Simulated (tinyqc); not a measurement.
Worked calculation: tight binding, kagome lattice. Computed by tinyqc, a small Python program that keeps every step. Settings: t1 = 0.73, t2 = 0.41, delta = 0, bands filled = 2. Command: `OMP_NUM_THREADS=1 python tinyqc.py 27515 27516 out.jsonl` (the two numbers bound the seeds that draw the settings). One thread of a shared host (Intel(R) Xeon(R) Processor @ 2.60GHz), about 0.01 s of CPU time with the checks.

## Bloch Hamiltonian at k

Parameters chosen for this model:
```
parameter     value                unit
t1         0.730000    eV, up triangles
t2         0.410000  eV, down triangles
delta             0        eV on site C
```

k point k (fractions of the reciprocal vectors): -0.14000  -0.28000

H_AB = -t1 - t2 exp(-i k.a1), H_AC = -t1 - t2 exp(-i k.a2), H_BC = -t1 - t2 exp(i k.(a1 - a2)), H_CC = delta.

H(k) at k (eV):
```
                   A                  B                  C
A            0.00000  -0.99134-0.31591i  -0.65317-0.40274i
B  -0.99134+0.31591i            0.00000  -0.99134-0.31591i
C  -0.65317+0.40274i  -0.99134+0.31591i            0.00000
```

## Levels at k

Diagonalise the Hermitian matrix.

eigenvalues (eV): -1.90389  0.76389  1.14000

weights |c|^2 of the basis functions:
```
    band 1   band 2   band 3
A  0.31307  0.49735  0.18958
B  0.37387  0.00529  0.62084
C  0.31307  0.49735  0.18958
```

## Bloch Hamiltonian at K

k point K (fractions of the reciprocal vectors): 0.33333  0.66667

As before.

H(k) at K (eV):
```
                   A                  B                  C
A            0.00000  -0.52500+0.35507i  -0.52500-0.35507i
B  -0.52500-0.35507i            0.00000  -0.52500+0.35507i
C  -0.52500+0.35507i  -0.52500-0.35507i            0.00000
```

## Levels at K

As before.

eigenvalues (eV): -1.05000  -0.09000  1.14000

weights |c|^2 of the basis functions:
```
    band 1   band 2   band 3
A  0.33333  0.33333  0.33333
B  0.33333  0.33333  0.33333
C  0.33333  0.33333  0.33333
```

## Bands along a path

The same steps at evenly spaced points between the labelled ones.

Bands along the path (eV):
```
k            band 1    band 2   band 3
G          -2.28000   1.14000  1.14000
G-K 0.25   -2.13984   0.99984  1.14000
G-K 0.50   -1.76482   0.62482  1.14000
G-K 0.75   -1.29780   0.15780  1.14000
K          -1.05000  -0.09000  1.14000
K-M 0.25   -1.10080  -0.03920  1.14000
K-M 0.50   -1.19514   0.05514  1.14000
K-M 0.75   -1.27021   0.13021  1.14000
M          -1.29780   0.15780  1.14000
M-K' 0.25  -1.27021   0.13021  1.14000
M-K' 0.50  -1.19514   0.05514  1.14000
M-K' 0.75  -1.10080  -0.03920  1.14000
K'         -1.05000  -0.09000  1.14000
```

With 2 band(s) filled, the highest filled level on these points lies at G and the lowest empty one at K-M 0.25: the bands touch or overlap, so there is no gap.
